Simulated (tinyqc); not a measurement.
# From one set of inputs to another, one input at a time

Model: minimum-mode following (dimer method) and harmonic rate on a two-dimensional model surface. Computed by tinyqc, a small Python program. Command: `OMP_NUM_THREADS=1 python tinyqc.py 3016273 3016274 out.jsonl dimer ladder`. One thread of a shared host (Intel(R) Xeon(R) Processor @ 2.30GHz), about 0.06 s of CPU time with the checks.

V(x, y) = h u^2 + t x + (kappa/2)(y + c u)^2 with u = x^2/w^2 - 1; the path runs from the minimum near (-w, 0) to that near (w, 0).

The inputs printed are set A. Inputs not listed in the table keep their values of set A, so the rows need not describe a real material.

Inputs (values chosen for the exercise, for a model surface): height h = 1.3 eV; half width w = 0.99 angstrom; transverse stiffness kappa = 4.4 eV/angstrom^2; curvature c = 0.7 angstrom; tilt t = -0.14 eV/angstrom; mass M = 103 u; temperature T = 250 K.

Surface: curved double well.

Constants: nu for 1 eV/(angstrom^2 u) = 15.6333042 THz; k_B = 8.617333262e-05 eV/K.

Method:
- Newton steps x(new) = x - H^-1 grad V (moves limited to 0.3 angstrom) from (-w, 0), (w, 0) and (0, c) give the two minima and the saddle.
- Diagonalise the Hessian at the start minimum and at the saddle; nu = 15.6333042 THz x sqrt(|lambda|/M).
- Vineyard prefactor nu* = nu1 nu2 (minimum)/nu2 (saddle); k = nu* exp(-E_b/(k_B T)).

Each row keeps all changes above it:
```
input moved                                  from     to  barrier from the start (eV)  prefactor nu* (THz)  rate k (1/s)
set A                                           -      -                       1.1642                4.913    1.6691e-11
transverse stiffness kappa (eV/angstrom^2)    4.4    4.6                       1.1642                4.913    1.6690e-11
tilt t (eV/angstrom)                        -0.14  -0.16                       1.1452                4.898    4.0087e-11
half width w (angstrom)                      0.99    1.1                       1.1285                4.396    7.8264e-11
mass M (u)                                    103   17.5                       1.1285               10.664    1.8987e-10
height h (eV)                                 1.3    1.2                       1.0289               10.221    1.8549e-08
curvature c (angstrom)                        0.7   0.87                       1.0289               10.218    1.8543e-08
```

Which inputs carry the difference?

Barrier from the start goes from 1.16 to 1.03, a factor 0.884 in all. The largest single move comes from height h (a factor 0.912). Prefactor nu* goes from 4.91 to 10.2, a factor 2.08 in all. The largest single move comes from mass M (a factor 2.43), and half width w works against it (a factor 0.897). Rate k goes from 1.67e-11 to 1.85e-8, a factor 1110 in all. The largest single move comes from height h (a factor 97.7). The single moves hold for this order of the switches; the total does not depend on the order.

Extremes, crossings and ranges named in words are read from the listed rows.
